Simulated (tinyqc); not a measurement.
Surface Green function of a two-leg ladder, Sancho-Rubio decimation: one step of the calculation.

A semi-infinite lead of cells 0, 1, 2, ... with H0 inside a cell and H1 = <cell i|H|cell i + 1>. One rung (site 1 on leg a, site 2 on leg b) is a cell; all hoppings enter with a minus sign. z = E + i eta.

Question. Decimation. Start with e_s = e = H0, a = H1, b = H1^dagger. Each round: g = (z - e)^(-1); e_s <- e_s + a g b; e <- e + a g b + b g a; a <- a g a; b <- b g b (all with the old a, b). Round k joins cells 2^k apart.

Values chosen for this exercise:
- E = -1.34 eV (energy)
- eta = 0.1 eV (broadening)

H0 (eV):

|  | 1 | 2 |
|---|---|---|
| 1 | 0 | -1.78 |
| 2 | -1.78 | 1.45 |

H1 (eV):

|  | 1 | 2 |
|---|---|---|
| 1 | -2.7 | 0 |
| 2 | 0 | -2.57 |

Wanted: g; e_s after round 1; e after round 1; a after round 1; b after round 1.

Answer.

g (1/eV):

|  | 1 | 2 |
|---|---|---|
| 1 | -3.312-2.263i | -2.059-1.518i |
| 2 | -2.059-1.518i | -1.635-1.027i |

e_s after round 1 (eV):

|  | 1 | 2 |
|---|---|---|
| 1 | -24.14-16.50i | -16.06-10.53i |
| 2 | -16.06-10.53i | -9.35-6.78i |

e after round 1 (eV):

|  | 1 | 2 |
|---|---|---|
| 1 | -48.29-33.00i | -30.35-21.06i |
| 2 | -30.35-21.06i | -20.15-13.56i |

a after round 1 (eV):

|  | 1 | 2 |
|---|---|---|
| 1 | -24.14-16.50i | -14.28-10.53i |
| 2 | -14.28-10.53i | -10.80-6.78i |

b after round 1 (eV):

|  | 1 | 2 |
|---|---|---|
| 1 | -24.14-16.50i | -14.28-10.53i |
| 2 | -14.28-10.53i | -10.80-6.78i |

Program tinyqc, `OMP_NUM_THREADS=1 python tinyqc.py 2680039 2680040 out.jsonl`; Intel Xeon 2.30GHz, shared host, one thread, about 0.07 s.
